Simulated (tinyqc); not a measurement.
## Inverter chain driving a load

N inverters, each f = Hc^(1/N) times larger than the one before: delay tau N (f + pp). Switched capacitance in units of the first input, with output capacitance pp times the input: Hc + (1 + pp)(Hc - 1)/(f - 1).

Values chosen for this exercise:
- Hc = 60 (load over the input capacitance of the chain)
- pp = 1 (parasitic delay of an inverter)
- tau = 3.5 ps (delay unit)

Inverter chain driving a load:
```
N       f  delay (ps)  switched capacitance
1  60.000      213.50                62.000
2  7.7460      61.222                77.492
3  3.9149      51.606                100.48
4  2.7832      52.964                126.17
5  2.2679      57.189                153.06
6  1.9786      62.551                180.58
7  1.7948      68.473                208.46
```

The delay goes from 214 through a minimum of 51.6 (at N = 3 among the rows listed) to 68.5 ps. The best stage effort solves pp + rho (1 - ln rho) = 0, rho = 3.59, which gives N = ln Hc/ln rho = 3.20. One stage fewer than the best costs 19 % in delay and saves 23 % of the switched capacitance.

Numbers from tinyqc (`OMP_NUM_THREADS=1 python tinyqc.py 2082128 2082129 out.jsonl`; about 0.01 s on one thread of a shared Intel Xeon 2.30GHz).
